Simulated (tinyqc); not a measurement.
Vacuum evaporation: vapour pressure, source flux, thickness distribution, purity and step coverage: one step, computed by the program tinyqc. Command: `OMP_NUM_THREADS=1 python tinyqc.py 3113953 3113954 out.jsonl evap walk`. One thread of a shared host (Intel(R) Xeon(R) Processor @ 2.30GHz), about 0.01 s of CPU time with the checks.

Molecular flow, unit sticking of the metal, no re-evaporation. The background gas is taken as water vapour (18.015 g/mol, collision diameter 0.37 nm) at 300 K.

Question. Vapour pressure and flux. log10(p_v/Pa) = A - B/T; flux from the surface Phi = p_v/sqrt(2 pi m k_B T), m = M u. Mass loss = Phi x area x m; heat of evaporation = ln(10) R B; d ln Phi/dT = ln(10) B/T^2 - 1/(2 T).

Inputs (values chosen for the exercise, modelled on aluminium, with constants for the liquid):
```
quantity                    value   unit
molar mass M                26.98  g/mol
vapour-pressure constant A  10.93      -
vapour-pressure constant B  16190      K
source temperature T         1560      K
source area                  0.17   cm^2
```

Constants: u = 1.6605390666e-27 kg; k_B = 1.380649e-23 J/K; R = 8.314462618 J/(mol K).

Give: vapour pressure p_v; flux Phi; mass loss; heat of evaporation; change of flux per kelvin.

Answer.

vapour pressure p_v = 3.563 Pa

flux Phi = 4.576e+18 1/(cm^2 s)

mass loss = 0.1255 g/h

heat of evaporation = 310.0 kJ/mol

change of flux per kelvin = 1.500 %/K

Holding the rate to 1 % needs the temperature to about 0.67 K.
